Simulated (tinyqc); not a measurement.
Comparisons within one model: six-band Luttinger-Kohn model with strain. A value that a table varies takes the place of the one given here.

Six-band Luttinger-Kohn model in the basis |3/2,3/2>, |3/2,1/2>, |3/2,-1/2>, |3/2,-3/2>, |1/2,1/2>, |1/2,-1/2>, electron energies, zero at the top of the unstrained valence band. H = -[rows: (P+Q, -S, R, 0, -S/r2, r2 R); (-S*, P-Q, 0, R, -r2 Q, r32 S); (R*, 0, P-Q, S, r32 S*, r2 Q); (0, R*, S*, P+Q, -r2 R*, -S*/r2); (-S*/r2, -r2 Q, r32 S, -r2 R, P+Dso, 0); (r2 R*, r32 S*, r2 Q, -S/r2, 0, P+Dso)], r2 = sqrt(2), r32 = sqrt(3/2). Levels are twofold.

P = c g1 k^2 - av tr(e); Q = c g2 (kx^2 + ky^2 - 2 kz^2) - (b/2)(exx + eyy - 2 ezz); R = c sqrt3 [-g2 (kx^2 - ky^2) + 2i g3 kx ky] + (sqrt3/2) b (exx - eyy) - i d exy; S = 2 c sqrt3 g3 (kx - i ky) kz - d (exz - i eyz); c = hbar^2/2m0, e the strain tensor (not engineering shear).

s11 = (C11 + C12)/((C11 - C12)(C11 + 2 C12)), s12 = -C12/((C11 - C12)(C11 + 2 C12)), s44 = 1/C44; exx = s11 sxx + s12 (syy + szz) and cyclic, exy = s44 sxy/2; tension is positive. A uniaxial stress X along the unit vector n is s_ij = X n_i n_j.

Constants: hbar^2/2m0 = 3.80998211 eV angstrom^2.

Parameters, chosen for this exercise (near those of InP; not measured data):
```
symbol  value          unit  meaning
Dso     0.112          eV    spin-orbit splitting
g1      5.12                 Luttinger gamma1
g2      1.61                 gamma2
g3      2.09                 gamma3
av      0.61           eV    valence hydrostatic potential
b       -1.95          eV    tetragonal shear potential
d       -5.24          eV    trigonal shear potential
C11     102.6          GPa
C12     53.8           GPa
C44     46.3           GPa
load    biaxial (001)        kind of stress
X1      1.9            GPa   size of the stress
E_h     60             meV   hole energy below the top
X       -1.09          GPa   stress
```

## Sweep of a biaxial (001) stress

Edges at k = 0 and curvature masses of the top pair along [110] and [001] (step 0.0002 1/angstrom); at zero stress the top is fourfold and has no single curvature.

Edges and masses:
```
X (GPa)  top (eV)  second (eV)  third (eV)  splitting (meV)  m [110]  m [001]
-3.00      0.1025       0.0362     -0.3029             66.2    0.149    0.526
-2.00      0.0683       0.0066     -0.2217             61.7    0.149    0.526
-1.00      0.0342      -0.0148     -0.1488             48.9    0.149    0.526
0.00       0.0000       0.0000     -0.1120              0.0        -        -
1.00       0.0645      -0.0342     -0.1249             98.6    0.433    0.093
2.00       0.1438      -0.0683     -0.1527            212.1    0.486    0.089
3.00       0.2267      -0.1025     -0.1840            329.2    0.505    0.088
```

How do the results move?

The splitting reaches 66.2 meV under compression and 329.2 meV under the same tension; linear shear terms alone would make the two equal, and the difference comes from the coupling to the split-off band. At the ends of the sweep the top pair has a mass along [110] of 0.149 under compression and 0.505 under tension, so compression gives the lighter holes along [110]; along [001] it has 0.526 and 0.088. The top edge itself moves by +102 and +227 meV. The ends of the sweep mean strains up to 3.1 %, beyond the range of linear deformation potentials.

## Which stress helps holes along [110]

Each load has size X1 (biaxial: sxx = syy); masses are curvatures of the top pair at k = 0.

Results:
```
load                         splitting (meV)  top edge (meV)  m [110]  m [001]
uniaxial [110], compression            169.5            99.6    0.080    0.479
uniaxial [110], tension                 62.1            72.7    0.704    0.121
uniaxial [100], compression            200.6           119.1    0.151    0.483
uniaxial [100], tension                 61.0            81.4    0.232    0.149
uniaxial [111], compression            160.7            93.1    0.111    0.195
uniaxial [111], tension                 57.8            67.6    0.330    0.195
biaxial (001), compression              61.0            64.9    0.149    0.526
biaxial (001), tension                 200.6           135.7    0.483    0.089
```

What can be read from the table?

The lightest mass along [110] (0.080) comes with uniaxial [110], compression. The largest splitting (200.6 meV) comes with uniaxial [100], compression; biaxial (001), tension. The heaviest mass along [001] (0.526), which lowers the confinement energy in a (001) channel, comes with biaxial (001), compression. The splitting per GPa follows b (s11 - s12) for loads along cube axes and d s44 for [111]: here 2 |b| (s11 - s12) = 79.9 and |d| s44/sqrt3 = 65.3 meV per GPa in the limit of large Dso; where the splitting nears Dso, mixing with the split-off band makes it depend on the sign of the load.

## Warping of the constant-energy contours (six-band Luttinger-Kohn model)

No strain (e = 0). In the plane kz = 0, |k| where the top and second pairs lie E_h below the top, against the angle from [100]; m = c k^2/E_h.

Contours:
```
angle (degrees)  k top (1/angstrom)  k second (1/angstrom)  m top (m0)  m second (m0)
0                            0.0910                 0.0496       0.526          0.156
9                            0.0930                 0.0497       0.550          0.157
18                           0.0995                 0.0499       0.629          0.158
27                           0.1118                 0.0501       0.794          0.160
36                           0.1298                 0.0503       1.069          0.161
45                           0.1410                 0.0504       1.263          0.161
```

How do the results move?

The heavy contour reaches 1.549 times as far along [110] as along [100], the light one 1.015 times. The warping follows g3 - g2 = 0.48 and would vanish for g2 = g3. Along [100] the heavy mass is 1/(g1 - 2 g2) = 0.526 at any energy, while the light one is 0.1564, against 1/(g1 + 2 g2) = 0.1199 at the edge, for E_h/Dso = 0.54.

## What each parameter does

Edges at k = 0 under a biaxial (001) stress X and the curvature mass of the top pair along [110] (step 0.0002 1/angstrom). Each row changes one parameter from the base and keeps the others.

Results:
```
case             top (eV)  second (eV)  third (eV)  mass (m0)
base               0.0372      -0.0136     -0.1546      0.149
av = 0.732 eV      0.0360      -0.0149     -0.1558      0.149
g3 = 2.508         0.0372      -0.0136     -0.1546      0.149
g2 = 1.932         0.0372      -0.0136     -0.1546      0.142
C11 = 82.08 GPa    0.0681       0.0073     -0.2085      0.149
g1 = 6.144         0.0372      -0.0136     -0.1546      0.129
C12 = 43.04 GPa    0.0286      -0.0176     -0.1442      0.149
Dso = 0.09 eV      0.0372      -0.0073     -0.1389      0.149
```

What does this show?

The largest shifts from the base row, up to three for each result and ties (the steps differ in size, so this ranks the rows, not the parameters). top (eV): C11 +0.0309, C12 -0.0086, av -0.0013; unchanged at the printed digits by g3, g2, g1 and Dso. second (eV): C11 +0.0209, Dso +0.0064, C12 -0.0040; unchanged at the printed digits by g3, g2 and g1. third (eV): C11 -0.0539, Dso +0.0156, C12 +0.0104; unchanged at the printed digits by g3, g2 and g1. mass (m0): g1 -0.020, g2 -0.007; unchanged at the printed digits by av, g3, C11, C12 and Dso. The Luttinger parameters multiply k^2 and cannot move the edges; av shifts all edges alike and leaves the mass.

Program tinyqc; command `OMP_NUM_THREADS=1 python tinyqc.py 1080080 1080081 out.jsonl`; about 0.06 s on one thread of a shared Intel(R) Xeon(R) Processor @ 2.30GHz.
